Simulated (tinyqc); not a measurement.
# Shape of the distribution and failure rate

For F(t) = 1 - exp(-(t/t63)^beta): mean t63 Gamma(1 + 1/beta), median t63 (ln 2)^(1/beta), deviation t63 sqrt(Gamma(1 + 2/beta) - Gamma(1 + 1/beta)^2), failure rate (beta/t63)(t/t63)^(beta - 1).

Values chosen for this exercise: characteristic time of a test capacitor t63 = 83 s.

Shape of the distribution and failure rate:
```
beta  mean (s)  median (s)  deviation/mean  rate at 0.01 t63 (1/s)  rate at t63 (1/s)
0.5     166.00      39.878          2.2361                0.060241          0.0060241
0.7     105.06      49.168          1.4624                0.033575          0.0084337
1       83.000      57.531          1.0000                0.012048           0.012048
1.3     76.657      62.609         0.77572               0.0039343           0.015663
1.7     74.056      66.903         0.60548               8.1540e-4           0.020482
2.2     73.507      70.263         0.47983               1.0552e-4           0.026506
3       74.117      73.455         0.36345               3.6145e-6           0.036145
4       75.231      75.733         0.28054               4.8193e-8           0.048193
```

What does the comparison show?

The relative spread falls from 2.24 to 0.281. For beta < 1 the rate falls with time (early failures), at 1 it is constant, 0.0120 1/s, and above 1 it grows (wear-out): the early rate goes from 10.0 times the rate at t63 to 1.00e-6 times.

Program tinyqc, `OMP_NUM_THREADS=1 python tinyqc.py 2070014 2070015 out.jsonl`; Intel Xeon 2.30GHz, shared host, one thread, about 0.01 s.
